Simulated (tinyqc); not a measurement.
Thickness and doping from the maximum and minimum capacitance.

Question. A MOS capacitor has Cmax = Cox = eps0 eox/tox and 1/Cmin = 1/Cox + Wm/(eps0 eps_r), with Wm = sqrt(4 eps0 eps_r Vt ln(N/ni)/(q N)) and N well above ni. Find tox, Wm and N.

Inputs (values chosen for the exercise); band and dielectric values close to those of silicon: temperature T = 250 K; relative permittivity eps_r = 11.8; relative permittivity of the gate insulator (close to silicon dioxide) eox = 3.9.

Constants: q = 1.602176634e-19 C, kB = 1.380649e-23 J/K, Vt = kB T/q, eps0 = 8.8541878128e-14 F/cm where lengths are in cm. Results are converted to the units shown.

Cmax = 0.78480301 uF/cm^2
Cmin = 0.26293336 uF/cm^2
ni = 1.0630229e8 cm^-3

Solution. Cmax gives tox and the series difference Wm. N follows by iterating N = 4 eps0 eps_r Vt ln(N/ni)/(q Wm^2); ln(N/ni)/N falls steadily for N > e ni, so there is one root in that range.

tox = 4.400 nm
Wm = 26.42 nm
N = 1.900e18 cm^-3

tinyqc, about 0.01 s, one thread, Intel Xeon 2.30GHz (shared host): `OMP_NUM_THREADS=1 python tinyqc.py 2060032 2060033 out.jsonl`
